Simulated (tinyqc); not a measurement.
Hot electrons in a saturated n-channel MOSFET, lucky-electron model: one step of the calculation.

Beyond pinch-off the lateral field grows as Esat cosh(y/l) over the velocity-saturated region (pseudo-two-dimensional model). Impact ionisation in this region gives the substrate current, which biases the body forward through Rsub. Currents are per width. Local-field laws: they overstate ionisation when the field peak is narrower than an energy relaxation length.

Problem. Gate current, lifetime and channel shortening. Ig = Cg Id exp(-pb/(lm Em)); lifetime tau = (Hl/Id)(Isub/Id)^(-m); length of the saturated region dL = l ln[(dV/l + Em)/Esat]. 1 year = 3.15576e7 s.

Inputs (values chosen for the exercise); values close to those of silicon n-channel devices:
```
symbol   value     unit                        meaning
lm           9       nm    hot-electron mean free path
pb         3.2        V                  oxide barrier
Cg      0.0021           prefactor of the gate current
m            3                       lifetime exponent
Hl        2500  s uA/um              lifetime constant
```

Id = 126.43446 uA/um
dV = 3.2719716 V
Em = 0.31535256 MV/cm
Isub = 1.9335218 uA/um
l = 105.07140 nm
Esat = 0.049743590 MV/cm

Wanted: Isub/Id; Ig; tau; dL.

Solution.

Isub/Id = 0.015293
Ig = 3.3688 pA/um
tau = 0.17519 years
dL = 266.22 nm

The lifetime misses ten years.

tinyqc, about 0.01 s, one thread, Intel Xeon 2.30GHz (shared host): `OMP_NUM_THREADS=1 python tinyqc.py 2550066 2550067 out.jsonl`
